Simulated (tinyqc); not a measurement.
Inside a calculation. Method: Hubbard chain of 4 sites. Computed by tinyqc, a small Python program that keeps every step. Settings: hopping = 0.84, U = 1.6, mixing = 0.2, iteration cap = 58. Command: `OMP_NUM_THREADS=1 python tinyqc.py 23990 23991 out.jsonl` (the two numbers bound the seeds that draw the settings). One thread of a shared host (Intel(R) Xeon(R) Processor @ 2.60GHz), about 0.2 s of CPU time with the checks.

one-body matrix (hopping and site energies) (eV), order 1, 2, 3, 4:
$$\begin{pmatrix}
0.5400 & -0.8400 & 0.0000 & 0.0000 \\
-0.8400 & 0.4900 & -0.8400 & 0.0000 \\
0.0000 & -0.8400 & -0.4600 & -0.8400 \\
0.0000 & 0.0000 & -0.8400 & 0.7700
\end{pmatrix}$$

U = 1.6000 eV

electrons, up and down: [3, 3]

n(up) at the start (a guess, not normalised): 1 1.0000, 2 0.3000, 3 1.0000, 4 0.3000

n(down) at the start (a guess): 1 0.3000, 2 1.0000, 3 0.3000, 4 1.0000

Each step fills the lowest levels of T + U n(other spin) and sets n(new) = n + mixing (n(out) - n); stop when output and input agree to 1e-8.

Course of the cycle:
```
iteration    E (eV)  largest |n(out) - n(in)|  mean |n_up - n_down|
1          3.147398                  5.49e-01                0.2273
2          3.101502                  4.34e-01                0.2080
3          3.070393                  3.45e-01                0.1928
4          3.048526                  2.77e-01                0.1840
5          3.032603                  2.24e-01                0.1866
6          3.020721                  1.82e-01                0.1967
7          3.011718                  1.54e-01                0.2061
8          3.004828                  1.36e-01                0.2147
9          2.999514                  1.20e-01                0.2228
10         2.995389                  1.05e-01                0.2303
11         2.992164                  9.31e-02                0.2373
...             ...                       ...                   ...
48         2.979289                  2.25e-03                0.3123
49         2.979288                  2.04e-03                0.3125
50         2.979287                  1.85e-03                0.3126
51         2.979286                  1.67e-03                0.3128
52         2.979285                  1.51e-03                0.3129
53         2.979285                  1.37e-03                0.3130
54         2.979285                  1.24e-03                0.3132
55         2.979284                  1.12e-03                0.3133
56         2.979284                  1.01e-03                0.3133
57         2.979284                  9.12e-04                0.3134
58         2.979284                  8.23e-04                0.3135
```

Can the last value be used, and what does the course show?

Not by the stop rule, although the second column moves by less than 1e-06 over the last three steps. Not converged within 58 iterations: the residual falls steadily but slowly, by a factor of about 0.90 a step. The lowest mean-field energy found from random starts is 2.97928 eV. Reruns (cap 100 unless said): mixing 0.5: converged in 63 (E = 2.97928); mixing 0.9: converged in 32 (E = 2.97928); the original settings with a cap of 400: converged in 167 (E = 2.97928).
